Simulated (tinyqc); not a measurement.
Pressure series at fixed power: global model of a low-pressure process discharge: electron temperature, density, ion flux and ion energy. Computed by tinyqc, a small Python program. Command: `OMP_NUM_THREADS=1 python tinyqc.py 3112455 3112456 out.jsonl plasma walk`. One thread of a shared host (Intel(R) Xeon(R) Processor @ 2.30GHz), about 0.01 s of CPU time with the checks.

Maxwellian electrons with temperature T_e in eV, one positive ion, no negative ions, uniform bulk density n; rate constants have the Arrhenius form.

Inputs (values chosen for the exercise, of the order of those of an inductive discharge in a simple atomic gas):

| quantity | value | unit |
|---|---|---|
| ion mass M | 28 | u |
| ionisation prefactor K0 | 6.7e-14 | m^3/s |
| ionisation energy E_iz | 14.1 | eV |
| excitation prefactor X0 | 1.3e-14 | m^3/s |
| excitation energy E_ex | 10.3 | eV |
| elastic rate constant K_el | 1e-13 | m^3/s |
| ion-neutral cross section | 6.9e-19 | m^2 |
| gas temperature T_g | 500 | K |
| radius R | 11 | cm |
| height L | 18 | cm |
| absorbed power P | 2800 | W |

Constants: k_B = 1.380649e-23 J/K; e = 1.602176634e-19 C; u = 1.6605390666e-27 kg; m_0 = 9.1093837015e-31 kg.

Method:
- n_g = p/(k_B T_g), lambda_i = 1/(n_g sigma), K_iz = K0 exp(-E_iz/T_e), h_L = 0.86/sqrt(3 + L/(2 lambda_i)), h_R = 0.8/sqrt(4 + R/lambda_i), A_eff = 2 pi R^2 h_L + 2 pi R L h_R and d_eff = pi R^2 L/A_eff follow p.
- Particle balance: K0 exp(-E_iz/T_e) n_g d_eff = u_B, u_B = sqrt(e T_e/M).
- E_c = E_iz + (X0 exp(-E_ex/T_e) E_ex + K_el (3 m_0/M) T_e)/K_iz; E_T = E_c + (5/2) T_e + (T_e/2) ln(M/(2 pi m_0)); n = P/(e u_B A_eff E_T); J = e h_L n u_B. Pressures without a root below 2 E_iz are left out.

Against pressure:

| p (Pa) | T_e (eV) | E_c (eV) | E_T (eV) | n (1/cm^3) | J (mA/cm^2) |
|---|---|---|---|---|---|
| 0.1 | 4.5857 | 18.686 | 50.792 | 1.1215e+12 | 31.105 |
| 0.2 | 3.5253 | 19.990 | 44.671 | 1.6077e+12 | 35.243 |
| 0.5 | 2.6748 | 22.419 | 41.146 | 2.4906e+12 | 38.048 |
| 1.0 | 2.2439 | 25.074 | 40.784 | 3.4567e+12 | 38.240 |
| 2.0 | 1.9234 | 28.770 | 42.236 | 4.7561e+12 | 36.823 |
| 5.0 | 1.6120 | 36.098 | 47.384 | 6.9862e+12 | 32.754 |
| 10.0 | 1.4347 | 44.684 | 54.728 | 8.9176e+12 | 28.336 |
| 20.0 | 1.2922 | 58.141 | 67.188 | 1.0732e+13 | 23.072 |

What does the comparison show, and why?

T_e falls from 4.59 to 1.29 eV, n changes by a factor 9.6 and J by 0.74; in J = P h_L/(A_eff E_T), E_T changes by a factor 1.32 and is least at 1 Pa, between wall losses at high T_e and excitation losses at low T_e.

Extremes, crossings and ranges named in words are read from the listed rows.
